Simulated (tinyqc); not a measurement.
Conductivity against temperature: Debye-Callaway model of lattice thermal conductivity. Computed by tinyqc, a small Python program. Command: `OMP_NUM_THREADS=1 python tinyqc.py 3024558 3024559 out.jsonl callaway walk`. One thread of a shared host (Intel(R) Xeon(R) Processor @ 2.30GHz), about 0.01 s of CPU time with the checks.

Three acoustic branches with one velocity v, cut at omega_D = k_B Theta/hbar; x = hbar omega/(k_B T). v and Theta are separate inputs: Theta cuts off the heat-carrying modes, so C need not reach 3 k_B/V. gamma is an effective value that sets the umklapp rate.

Inputs (values chosen for the exercise, for a model crystal):

| quantity | value | unit |
|---|---|---|
| sound velocity v | 10400 | m/s |
| Debye temperature Theta | 1070 | K |
| volume per atom V | 10.4 | angstrom^3 |
| mean atomic mass M | 89.6 | u |
| effective Grueneisen parameter gamma | 0.795 | - |
| umklapp exponent divisor b | 2 | - |
| mass variance Gamma | 7.5e-05 | - |
| Casimir length L | 590 | micrometre |
| normal-process factor f_N | 0.87 | - |

Sample: crystal. Point defects: isotopes. Normal processes: included.

Constants: k_B = 1.380649e-23 J/K; hbar = 1.054571817e-34 J s; u = 1.6605390666e-27 kg.

Method:
- Gamma is given directly by the isotope mixture. A = V Gamma/(4 pi v^3).
- Rates: point defects A omega^4; umklapp B omega^2 T exp(-Theta/(b T)) with B = hbar gamma^2/(M v^2 Theta); normal processes f_N B omega^2 T (T/Theta)^2. Boundaries: v/L.
- kappa_1 = c int tau_C g dx, g = x^4 e^x/(e^x - 1)^2, c = (k_B/(2 pi^2 v)) (k_B T/hbar)^3, over 0 < x < min(Theta/T, 40), by 96 Gauss-Legendre points in s with x = x_max s^2; 1/tau_C = 1/tau_R + 1/tau_N; kappa_2 = c [int (tau_C/tau_N) g dx]^2 / int (tau_C/(tau_N tau_R)) g dx; kappa = kappa_1 + kappa_2.
- The boundary limit is C v^2/(3 x boundary rate), with C = 3 c int g dx / v^2.

Rayleigh coefficient A = 5.51804e-47 s^3

Kappa (W/(m K)):

| T (K) | all processes | without point defects | boundary limit |
|---|---|---|---|
| 11 | 290.50 | 296.01 | 296.01 |
| 21 | 1768.0 | 2059.6 | 2059.6 |
| 37 | 6409.3 | 11265 | 11265 |
| 64 | 15247 | 57913 | 58288 |
| 110 | 24548 | 1.6113e+05 | 2.8648e+05 |
| 180 | 23567 | 81056 | 9.4581e+05 |
| 320 | 12761 | 24124 | 2.1187e+06 |
| 540 | 6123.5 | 8702.0 | 2.8956e+06 |
| 860 | 3077.8 | 3813.2 | 3.2398e+06 |
| 1400 | 1506.2 | 1724.3 | 3.3961e+06 |

What does the comparison show, and why?

kappa peaks among these rows at 110 K (T/Theta = 0.103) with 24500 W/(m K). The exponent d ln kappa/d ln T is 2.79 at the cold end and -1.47 at the hot end. The normal rate is taken to grow as T^3 at all T, which overstates it above Theta. Point defects cost most at 110 K, a factor 6.56.

Extremes, crossings and ranges named in words are read from the listed rows.
